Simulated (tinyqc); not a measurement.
# Trap density from one capacitance

Inverse problem. Traps spread evenly through the insulator exchange electrons with the semiconductor by tunnelling, with tau(x) = t0 exp(2 ka x) at depth x from the interface. The admittance per area Y seen at depth x obeys dY/dx = -Y^2/(i w eps0 eox) + q Nb ln(1 + i w tau)/tau, with Y(0) = i w Cs and w = 2 pi f; the gate sees Y(tox) = G + i w C. Working variable y = Y/(i w), in uF/cm^2. Cox = eps0 eox/tox. Find Nb and G/w.

Parameters, values chosen for the exercise: relative permittivity of the insulator eox = 4.07; insulator thickness tox = 3.7 nm; semiconductor capacitance in accumulation Cs = 0.65 uF/cm^2; decay constant of the wave function in the insulator ka = 5.5 1/nm; time constant of a trap at the interface t0 = 7e-9 s; frequency f = 100 Hz.

Constants: q = 1.602176634e-19 C, eps0 = 8.8541878128e-14 F/cm where lengths are in cm. Results are converted to the units shown.

C = 0.51592330 uF/cm^2

Answer. C rises steadily with Nb, so one density matches; in practice ka and t0 must come from the frequency dependence.

Nb = 1.70e19 cm^-3 eV^-1
G/w = 0.0162 uF/cm^2

Program tinyqc, `OMP_NUM_THREADS=1 python tinyqc.py 2202223 2202224 out.jsonl`; Intel Xeon 2.30GHz, shared host, one thread, about 0.4 s.
